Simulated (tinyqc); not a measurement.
What each parameter does: Kronig-Penney superlattice by transfer matrices.

Wells (width a, potential 0, mass mw) alternate with barriers (width b, height V0, mass mb); period d = a + b; c = hbar^2/2m0. The vector (psi, psi'/m) is continuous, and a layer of thickness t carries it by M = [[cos kt, (m/k) sin kt], [-(k/m) sin kt, cos kt]] with k = sqrt(m (E - V)/c); for E < V, k = i kappa gives [[cosh, (m/kappa) sinh], [(kappa/m) sinh, cosh]] of kappa t. A Bloch state obeys cos(q d) = tr(Mb Mw)/2.

Constants: hbar^2/2m0 = 3.80998211 eV angstrom^2.

Parameters, chosen for this exercise (near those of the light valleys of a Si film between layers of SiO2; shifted at random, so the results belong to these values and not to a real crystal):
```
symbol  value  unit      meaning
a       18     angstrom  well width
b       6      angstrom  barrier width
V0      3.112  eV        barrier height
mw      0.194  m0        mass in the wells
mb      0.506  m0        mass in the barriers
```

Bottom and width of the first miniband, the gap above it, and m_z = -2 c f'/d^2 with f = tr M/2.

One parameter was then changed.

Results before and after:
```
case     bottom (eV)  width (meV)  gap (meV)  m_z (m0)
base          0.2820         15.6      873.7    1.7701
changed       0.2919         20.9      878.9    1.3338
```

Which of these changes was made? (a) V0 = 3.579 eV; (b) mw = 0.1746 m0; (c) mb = 0.4301 m0; (d) a = 16 angstrom; (e) b = 7 angstrom.

Answer: (c) mb = 0.4301 m0. Of the candidates, run in turn, only this one gives the changed row.

All candidates:
```
case             bottom (eV)  width (meV)  gap (meV)  m_z (m0)
base                  0.2820         15.6      873.7    1.7701
a = 16 angstrom       0.3316         20.0     1032.9    1.6437
b = 7 angstrom        0.2856          8.4      891.3    2.9565
V0 = 3.579 eV         0.2957         11.8      915.9    2.3174
mw = 0.1746 m0        0.2946         17.3      931.2    1.5985
mb = 0.4301 m0        0.2919         20.9      878.9    1.3338
```

Run: tinyqc, `OMP_NUM_THREADS=1 python tinyqc.py 1252479 1252480 out.jsonl`; Intel(R) Xeon(R) Processor @ 2.30GHz, one thread, shared host; about 0.04 s of CPU time with all checks.
